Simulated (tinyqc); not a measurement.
From results back to parameters: configuration-coordinate model of carrier capture at a defect. Three cases, with inputs chosen for the exercise.

Problem. For two parabolas of equal curvature the ionisation peak lies at ET + ER, the emission barrier is (ER + ET)^2/(4 ER), and the standard deviation of the band at T = 0 is sqrt(ER hw). The values come from hidden ET, ER and hw.

Case 1.

ionisation peak = 1.4100 eV
emission barrier = 1.307961 eV
standard deviation at T = 0 = 0.123288 eV

Case 2.

ionisation peak = 1.1400 eV
emission barrier = 0.928286 eV
standard deviation at T = 0 = 0.119791 eV

Case 3.

ionisation peak = 0.6100 eV
emission barrier = 1.033611 eV
standard deviation at T = 0 = 0.056125 eV

Find: ET, ER, hw; capture barrier.

Solution. ER is the squared peak energy over four times the emission barrier; ET is the rest, hw = variance/ER, and the capture barrier is the emission barrier less ET.

Case 1.

ET, ER, hw (eV): 1.030  0.380  0.040

capture barrier = 0.278 eV

Case 2.

ET, ER, hw (eV): 0.790  0.350  0.041

capture barrier = 0.138 eV

Case 3.

ET, ER, hw (eV): 0.520  0.090  0.035

capture barrier = 0.514 eV

Computed by tinyqc, one run a case: `OMP_NUM_THREADS=1 python tinyqc.py N N+1 out.jsonl` with N = 1481432, 1481477, 1481503; one thread of a shared Intel(R) Xeon(R) Processor @ 2.30GHz, about 0.01 s a run at most.
